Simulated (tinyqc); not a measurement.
Inside a calculation. Method: plane-wave Kohn-Sham cycle with exchange-only LDA in a layered model solid. Computed by tinyqc, a small Python program that keeps every step. Settings: points = 16, plane-wave index or count = 3, electrons = 2, k points = 3, area = 35.0, mixing = 0.3, iteration cap = 74, Pulay depth = 3. Command: `OMP_NUM_THREADS=1 python tinyqc.py 29911 29912 out.jsonl` (the two numbers bound the seeds that draw the settings). One thread of a shared host (Intel(R) Xeon(R) Processor @ 2.60GHz), about 0.01 s of CPU time with the checks. Later iterations appear only in the table of the cycle.

## Iteration 1: potential

A solid whose potential varies along x alone (atomic units):

| parameter | value |
|---|---|
| period a | 16.500000 |
| cross-section of the cell | 35.000000 |
| electrons per cell | 2 |
| grid points | 16 |
| plane waves -n..n, n | 3 |
| k points | 3 |
| V1 in V1 cos(2 pi x/a) | -0.440000 |
| V2 in V2 cos(4 pi x/a) | 0.040000 |

density at the start, on the grid x_j = j a/N (e/bohr^3): 0.0034632  0.0034632  0.0034632  0.0034632  0.0034632  0.0034632  0.0034632  0.0034632  0.0034632  0.0034632  0.0034632  0.0034632  0.0034632  0.0034632  0.0034632  0.0034632

V_H(G) = 4 pi rho(G)/G^2 for G != 0 (uniform background); v_x = -(3 rho/pi)^(1/3); V = V_ext + V_H + v_x; Fourier components f(G_m) = (1/N) sum_j f(x_j) exp(-i G_m x_j).

Potentials on the grid (hartree):

| x | V_ext | V_H | v_x | V |
|---|---|---|---|---|
| 0.00000 | -0.40000 | 0.00000 | -0.14899 | -0.54899 |
| 1.03125 | -0.37822 | 0.00000 | -0.14899 | -0.52721 |
| 2.06250 | -0.31113 | 0.00000 | -0.14899 | -0.46011 |
| 3.09375 | -0.19666 | 0.00000 | -0.14899 | -0.34565 |
| 4.12500 | -0.04000 | 0.00000 | -0.14899 | -0.18899 |
| 5.15625 | 0.14010 | 0.00000 | -0.14899 | -0.00889 |
| 6.18750 | 0.31113 | 0.00000 | -0.14899 | 0.16214 |
| 7.21875 | 0.43479 | 0.00000 | -0.14899 | 0.28580 |
| 8.25000 | 0.48000 | 0.00000 | -0.14899 | 0.33101 |
| 9.28125 | 0.43479 | 0.00000 | -0.14899 | 0.28580 |
| 10.31250 | 0.31113 | 0.00000 | -0.14899 | 0.16214 |
| 11.34375 | 0.14010 | 0.00000 | -0.14899 | -0.00889 |
| 12.37500 | -0.04000 | 0.00000 | -0.14899 | -0.18899 |
| 13.40625 | -0.19666 | 0.00000 | -0.14899 | -0.34565 |
| 14.43750 | -0.31113 | 0.00000 | -0.14899 | -0.46011 |
| 15.46875 | -0.37822 | 0.00000 | -0.14899 | -0.52721 |

V(G_m), m = 0, 1, 2, ... (hartree): -0.14899  -0.22000  0.02000  0.00000  0.00000  0.00000  0.00000

## Iteration 1: Hamiltonian at one k

k = 0.00000 2 pi / a

H(m,m') = (k + G_m)^2/2 delta + V(G_m - G_m'), with V(-G) = V(G).

H (hartree), lower triangle:
```
          -3        -2        -1        +0        +1        +2       +3
-3   0.50355
-2  -0.22000   0.14103
-1   0.02000  -0.22000  -0.07648
+0   0.00000   0.02000  -0.22000  -0.14899
+1   0.00000   0.00000   0.02000  -0.22000  -0.07648
+2   0.00000   0.00000   0.00000   0.02000  -0.22000   0.14103
+3   0.00000   0.00000   0.00000   0.00000   0.02000  -0.22000  0.50355
```

## Iteration 1: levels at that k

Diagonalise the Hermitian matrix.

eigenvalues (hartree): -0.44670  -0.24140  -0.03944  0.16320  0.29041  0.62630  0.63483

## Iteration 1: new density

Motion across x is left out: the lowest 1 band(s) hold two electrons at each of the k points (j + 1/2)/nk - 1/2. Residual R = rho(out) - rho(in); rho(new) = rho(in) + 0.3 R. rho(out) = 2/(a A nk) sum |psi|^2 with psi = sum c exp(i G x). Harris energy E = band energy - dV sum rho (V_H/2 + v_x) + (3/4) dV sum rho v_x with rho(in), dV = a A/N, band energy = (2/nk) sum of the filled levels.

rho(out) (e/bohr^3): 0.0145007  0.0117295  0.0061592  0.0020594  0.0004351  0.0000631  0.0000081  0.0000008  0.0000000  0.0000008  0.0000081  0.0000631  0.0004351  0.0020594  0.0061592  0.0117295

density after iteration 1 (e/bohr^3): 0.0067745  0.0059431  0.0042720  0.0030421  0.0025548  0.0024432  0.0024267  0.0024245  0.0024242  0.0024245  0.0024267  0.0024432  0.0025548  0.0030421  0.0042720  0.0059431

energy per cell = -0.8188573 hartree

## Iteration 2: potential

As before.

Potentials on the grid (hartree):

| x | V_ext | V_H | v_x | V |
|---|---|---|---|---|
| 0.00000 | -0.40000 | 0.17759 | -0.18633 | -0.40874 |
| 1.03125 | -0.37822 | 0.15645 | -0.17837 | -0.40015 |
| 2.06250 | -0.31113 | 0.10313 | -0.15978 | -0.36778 |
| 3.09375 | -0.19666 | 0.03843 | -0.14269 | -0.30092 |
| 4.12500 | -0.04000 | -0.02150 | -0.13462 | -0.19612 |
| 5.15625 | 0.14010 | -0.06970 | -0.13263 | -0.06223 |
| 6.18750 | 0.31113 | -0.10436 | -0.13233 | 0.07444 |
| 7.21875 | 0.43479 | -0.12518 | -0.13229 | 0.17732 |
| 8.25000 | 0.48000 | -0.13212 | -0.13229 | 0.21559 |
| 9.28125 | 0.43479 | -0.12518 | -0.13229 | 0.17732 |
| 10.31250 | 0.31113 | -0.10436 | -0.13233 | 0.07444 |
| 11.34375 | 0.14010 | -0.06970 | -0.13263 | -0.06223 |
| 12.37500 | -0.04000 | -0.02150 | -0.13462 | -0.19612 |
| 13.40625 | -0.19666 | 0.03843 | -0.14269 | -0.30092 |
| 14.43750 | -0.31113 | 0.10313 | -0.15978 | -0.36778 |
| 15.46875 | -0.37822 | 0.15645 | -0.17837 | -0.40015 |

V(G_m), m = 0, 1, 2, ... (hartree): -0.14650  -0.15621  0.02485  0.00001  0.00008  0.00013  0.00004

## Iteration 2: Hamiltonian at one k

k = 0.00000 2 pi / a

As before.

H (hartree), lower triangle:
```
          -3        -2        -1        +0        +1        +2       +3
-3   0.50603
-2  -0.15621   0.14351
-1   0.02485  -0.15621  -0.07400
+0   0.00001   0.02485  -0.15621  -0.14650
+1   0.00008   0.00001   0.02485  -0.15621  -0.07400
+2   0.00013   0.00008   0.00001   0.02485  -0.15621   0.14351
+3   0.00004   0.00013   0.00008   0.00001   0.02485  -0.15621  0.50603
```

## Iteration 2: levels at that k

As before.

eigenvalues (hartree): -0.33557  -0.17885  -0.01861  0.15582  0.23100  0.57361  0.57719

## Iteration 2: new density

B (overlaps of the stored error matrices):
```
               1              2
1  3.7827378e-04  2.2496587e-04
2  2.2496587e-04  1.3709591e-04
```

Motion across x is left out: the lowest 1 band(s) hold two electrons at each of the k points (j + 1/2)/nk - 1/2. Residual R = rho(out) - rho(in); rho(new) = rho(in) + 0.3 R; Pulay mixing then takes sum c_i of the stored mixed densities, with c from B_ij = sum R_i R_j as in DIIS. rho(out) = 2/(a A nk) sum |psi|^2 with psi = sum c exp(i G x). Harris energy E = band energy - dV sum rho (V_H/2 + v_x) + (3/4) dV sum rho v_x with rho(in), dV = a A/N, band energy = (2/nk) sum of the filled levels.

rho(out) (e/bohr^3): 0.0126500  0.0107716  0.0066178  0.0028923  0.0008814  0.0001852  0.0000281  0.0000038  0.0000010  0.0000038  0.0000281  0.0001852  0.0008814  0.0028923  0.0066178  0.0107716

DIIS coefficients: -1.34280  2.34280

density after iteration 2 (e/bohr^3): 0.0109040  0.0093367  0.0059207  0.0029368  0.0013787  0.0008562  0.0007409  0.0007231  0.0007211  0.0007231  0.0007409  0.0008562  0.0013787  0.0029368  0.0059207  0.0093367

energy per cell = -0.6352867 hartree

## Convergence

Stop when sqrt(dV sum R^2) is below 1e-8, dV = a A/N.

Course of the cycle:

| iteration | E (hartree) | norm of the residual |
|---|---|---|
| 1 | -0.8188573 | 1.17e-01 |
| 2 | -0.6352867 | 7.03e-02 |
| 3 | -0.5318405 | 3.70e-02 |
| 4 | -0.5401583 | 2.44e-02 |
| 5 | -0.5309371 | 1.31e-02 |
| 6 | -0.5295513 | 5.76e-04 |
| 7 | -0.5295518 | 2.19e-04 |
| 8 | -0.5295529 | 1.22e-04 |
| 9 | -0.5295529 | 8.64e-05 |
| 10 | -0.5295529 | 4.86e-06 |
| 11 | -0.5295529 | 1.90e-06 |
| 12 | -0.5295529 | 2.57e-07 |
| 13 | -0.5295529 | 1.71e-07 |
| 14 | -0.5295529 | 6.90e-08 |
| 15 | -0.5295529 | 1.61e-08 |
| 16 | -0.5295529 | 7.37e-09 |

Converged in 16 iterations. Before convergence this energy mixes input and output and is not variational, so it may rise towards its limit.
